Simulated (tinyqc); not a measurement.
Circular transfer-length structure: one step of the calculation.

A disc contact of radius r0 and a very wide ring contact from r1 = r0 + sp outwards lie on a thin layer; the metal has no resistance and the sheet resistance under the contacts equals Rsh.

Task. The three parts of the resistance. Transfer length Lt = sqrt(rc/Rsh). R = (Rsh/2 pi) [(Lt/r0) I0(r0/Lt)/I1(r0/Lt) + ln(r1/r0) + (Lt/r1) K0(r1/Lt)/K1(r1/Lt)] with modified Bessel functions; for r0 >> Lt both ratios tend to 1.

Parameters, values chosen for the exercise: sheet resistance of the semiconductor layer Rsh = 41 ohm/sq; specific contact resistivity rc = 3.1e-9 ohm cm^2; radius of the inner contact r0 = 0.43 um; gap between the contacts sp = 0.36 um.

Wanted: Lt; I0/I1; K0/K1; inner contact; gap; outer contact; R.

Result.

Lt = 0.086954 um
I0/I1 = 1.1210
K0/K1 = 0.94907
inner contact = 1.4792 ohm
gap = 3.9690 ohm
outer contact = 0.68165 ohm
R = 6.1298 ohm

The contacts make up 35.3 % of R.

Program tinyqc, `OMP_NUM_THREADS=1 python tinyqc.py 2760075 2760076 out.jsonl`; Intel Xeon 2.30GHz, shared host, one thread, about 0.01 s.
